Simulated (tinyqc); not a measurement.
Admittance spectroscopy and thermally stimulated current of one trap level in a depletion layer: one step, computed by the program tinyqc.

A Schottky junction on n-type material holds one donor-like electron trap; shallow donors are fully ionised and abrupt depletion edges are assumed.

Question. The capacitance step. With E_c - E_F = k_B T_p ln(N_c/N): lambda = sqrt(2 eps eps_0 (E_t - (E_c - E_F))/(e^2 N)); traps are empty and charged for x < x_t = w - lambda, and V_b = e (N w^2 + N_t x_t^2)/(2 eps eps_0). High frequency: C_hf = eps eps_0/w. Low frequency: C_lf = eps eps_0 (N + N_t)/(N w + N_t x_t).

Inputs (values chosen for the exercise, modelled on n-type GaN):

| quantity | value | unit |
|---|---|---|
| dielectric constant eps | 9.38 | - |
| shallow doping N | 3.4e+15 | 1/cm^3 |
| trap density N_t | 1.4e+14 | 1/cm^3 |
| trap depth E_t below the band | 0.3 | eV |
| band bending V_b | 1.8 | V |

E_c - E_F = k_B T_p ln(N_c/N) = 0.1240195 eV

Constants: eps_0 = 8.8541878128e-12 F/m; e = 1.602176634e-19 C.

Give: lambda; depletion width w; crossing point x_t; C_hf; C_lf; step (C_lf - C_hf)/C_hf; small-N_t estimate (N_t/N)(lambda/w).

Answer.

lambda = 231.6 nm

depletion width w = 733.8 nm

crossing point x_t = 502.2 nm

C_hf = 11.32 nF/cm^2

C_lf = 11.46 nF/cm^2

step (C_lf - C_hf)/C_hf = 0.01264

small-N_t estimate (N_t/N)(lambda/w) = 0.01300

Reading N_t/N straight from the step would give 0.0126 against the true 0.0412: the factor lambda/w must be known.
